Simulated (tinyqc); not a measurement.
In-plane mass from two subband densities.

Inverse problem. At zero temperature each occupied subband holds N_k = D (EF - E_k), D = md m0 q/(pi hbar^2) per eV. Two subbands are occupied. Find md, EF - E1 and EF - E2.

Constants: q = 1.602176634e-19 C, hbar = 1.054571817e-34 J s, m0 = 9.1093837015e-31 kg. Results are converted to the units shown.

N1, N2 (cm^-2): [1.1676210e12, 7.4e10]
E2 - E1 = 38.5 meV

Solution. N1 - N2 = D (E2 - E1) gives D and so md; each N_k/D is a distance to EF.

md = 0.06800 m0
EF - E1 = 41.11 meV
EF - E2 = 2.605 meV

Computed by the program tinyqc: `OMP_NUM_THREADS=1 python tinyqc.py 2140143 2140144 out.jsonl`, one thread of a shared Intel Xeon 2.30GHz, about 0.1 s for the whole run.
